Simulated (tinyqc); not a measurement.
Inside a calculation. Model: tunnelling through a gate dielectric, WKB transmission and Tsu-Esaki current.

Numbers from tinyqc (`OMP_NUM_THREADS=1 python tinyqc.py 2540011 2540012 out.jsonl`; about 0.02 s on one thread of a shared Intel Xeon 2.30GHz). Printed values are rounded.

Electrons leave the emitter at x = 0. Energies E (motion across the layers) are in eV from the emitter Fermi level; the collector Fermi level lies at -V and offers states at every E. No charge in the dielectric and no image force: F1 = V/t1, U = phi1 - F1 x. With C = hbar^2/(2 m0), kappa = sqrt(m (U - E)/C) where U > E and 0 elsewhere; T(E) = exp(-S), S = 2 times the integral of kappa over x.

Inputs (values chosen for the exercise); dielectric values close to those of silicon dioxide: temperature T = 350 K; Fermi energy of the emitter above its band bottom Ef = 0.18 eV; emitter mass in the supply function me = 0.74 m0; barrier of layer 1 above the emitter Fermi level at zero bias phi1 = 2.98 eV; tunnelling mass of layer 1 m1 = 0.48 m0; thickness of layer 1 t1 = 1.3 nm; voltage across the dielectric V = 0.5 V; energy of the electron followed E = 0 eV; cells in each layer nc = 6; lower end of the energy grid Ea = -0.18 eV; upper end of the energy grid Eb = 0.3 eV; points of the energy grid nE = 15.

Constants: q = 1.602176634e-19 C, kB = 1.380649e-23 J/K, hbar = 1.054571817e-34 J s, m0 = 9.1093837015e-31 kg, Vt = kB T/q, hbar^2/(2 m0) = 0.0380998212 eV nm^2. Results are converted to the units shown.

## Fields and band edges

F1 = V/t1, U = phi1 - F1 x.

F1 = 3.84615 MV/cm
U at x = t1 = 2.48 eV

## WKB exponent by the midpoint rule

Cut each layer into nc equal cells, take U and kappa at the cell centres, and sum S = 2 sum kappa h.

| cell | x (nm) | U (eV) | kappa (1/nm) |
|---|---|---|---|
| 0 | 0.10833 | 2.93833 | 6.08429 |
| 1 | 0.32500 | 2.85500 | 5.99739 |
| 2 | 0.54167 | 2.77167 | 5.90921 |
| 3 | 0.75833 | 2.68833 | 5.81970 |
| 4 | 0.97500 | 2.60500 | 5.72879 |
| 5 | 1.19167 | 2.52167 | 5.63642 |

S = 15.2428
T(E) = 2.39948e-7

## WKB exponent in closed form

Each layer adds (2/F) sqrt(m/C) [G(u at its left edge) - G(u at its right edge)] to S, with u = U - E (0 where negative) and G(u) = (2/3) u^1.5. The slope follows from 1/d = -dS/dE.

S = 15.2427
T(E) = 2.39983e-7
energy d over which T(E) grows by a factor e = 0.35770 eV

The midpoint rule gives S = 15.243, so its T(E) is 0.015 % below this value. The band edge stays above E through the whole stack: direct tunnelling through a trapezoid.

## Current density on a coarse energy grid

J = J0 times the integral of T(E) N(E) dE, N = ln[(1 + exp(-E/Vt))/(1 + exp((-E - V)/Vt))], J0 = q^2 me m0 kB T/(2 pi^2 hbar^3) (times 1e-4 for A/cm^2 per eV), by Simpson's rule on nE equally spaced points from Ea to Eb.

| point | E (eV) | T(E) | N | T(E) N |
|---|---|---|---|---|
| 0 | -0.180000 | 1.46265e-7 | 5.97057 | 8.73287e-7 |
| 1 | -0.145714 | 1.60537e-7 | 4.83921 | 7.76872e-7 |
| 2 | -0.111429 | 1.76300e-7 | 3.71905 | 6.55668e-7 |
| 3 | -0.077143 | 1.93720e-7 | 2.63236 | 5.09941e-7 |
| 4 | -0.042857 | 2.12986e-7 | 1.63727 | 3.48715e-7 |
| 5 | -0.008571 | 2.34305e-7 | 0.845305 | 1.98060e-7 |
| 6 | 0.025714 | 2.57914e-7 | 0.355094 | 9.15839e-8 |
| 7 | 0.060000 | 2.84076e-7 | 0.128204 | 3.64197e-8 |
| 8 | 0.094286 | 3.13087e-7 | 0.0429522 | 1.34478e-8 |
| 9 | 0.128571 | 3.45281e-7 | 0.0139834 | 4.82821e-9 |
| 10 | 0.162857 | 3.81033e-7 | 0.00450797 | 1.71769e-9 |
| 11 | 0.197143 | 4.20766e-7 | 0.00144862 | 6.09529e-10 |
| 12 | 0.231429 | 4.64957e-7 | 4.65023e-4 | 2.16216e-10 |
| 13 | 0.265714 | 5.14145e-7 | 1.49228e-4 | 7.67248e-11 |
| 14 | 0.300000 | 5.68937e-7 | 4.78828e-5 | 2.72423e-11 |

J0 = 3.61189e8 A/(cm^2 eV)
J = 37.9898 A/cm^2

The integrand peaks at E = -0.180 eV among these points. A converged quadrature from -Ef to above the barrier gives 37.99 A/cm^2; this grid is within 0.01 % of that.
